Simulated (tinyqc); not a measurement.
Gap and screening length from two transmissions.

Inverse problem. At the source junction of a tunnel FET, T(w) = exp(-S), S = 2 pi lam sqrt(m/(C Eg)) [w + Eg/2 - sqrt(w (w + Eg))], C = hbar^2/(2 m0). Find Eg (between 0.1 and 3 eV) and lam.

Values chosen for this exercise:

| symbol | value | unit | meaning |
|---|---|---|---|
| m | 0.06 | m0 | band-edge mass of the two-band model |

Constants: q = 1.602176634e-19 C, hbar = 1.054571817e-34 J s, m0 = 9.1093837015e-31 kg, hbar^2/(2 m0) = 0.0380998212 eV nm^2. Results are converted to the units shown.

T(w) at w = 0.1 and 0.33 eV: [0.0098651418, 0.071144420]

Answer. The ratio of the two exponents depends on Eg alone and falls steadily with it, which fixes Eg; either exponent then gives lam.

ratio of the two S = 1.75
Eg = 0.656 eV
lam = 3.10 nm

Program tinyqc, `OMP_NUM_THREADS=1 python tinyqc.py 2620131 2620132 out.jsonl`; Intel Xeon 2.30GHz, shared host, one thread, about 0.01 s.
